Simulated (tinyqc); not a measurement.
Dopant redistribution at a moving silicon-oxide interface during parabolic oxidation: one step, computed by the program tinyqc. Command: `OMP_NUM_THREADS=1 python tinyqc.py 3022647 3022648 out.jsonl segox walk`. One thread of a shared host (Intel(R) Xeon(R) Processor @ 2.30GHz), about 0.01 s of CPU time with the checks.

Uniformly doped silicon is oxidised with x_ox = sqrt(B t); the interface advances into the silicon by alpha x_ox, alpha = 0.44. The dopant does not move in the oxide, and at the interface C(silicon) = m C(oxide).

Task: Rates. D = D0 exp(-E/(k_B T)), converted with 1 cm^2/s = 3.6e11 um^2/h; B = B0 exp(-E_B/(k_B T)); s = alpha sqrt(B/(4 D)), the interface advance over 2 sqrt(D t). Temperatures in kelvin are T(C) + 273.15.

Inputs (values chosen for the exercise, modelled on arsenic in silicon under steam):
```
quantity,value,unit
dopant prefactor D0,9.01,cm^2/s
dopant activation energy E,3.98,eV
oxidation prefactor B0,421,um^2/h
oxidation activation energy E_B,0.784,eV
temperature T,1025,C
time t,3,h
```

Constants: k_B = 8.617333262e-05 eV/K.

Give: D; B; s; oxide thickness; diffusion length 2 sqrt(D t).

Result:

D = 0.0011470 um^2/h

B = 0.38069 um^2/h

s = 4.0080

oxide thickness = 1.0687 um

diffusion length 2 sqrt(D t) = 0.11732 um

The interface outruns diffusion. Caution: parabolic growth needs an oxide much thicker than the Deal-Grove length A, which fails for thin films and low temperatures; oxidation-enhanced or retarded diffusion is ignored.
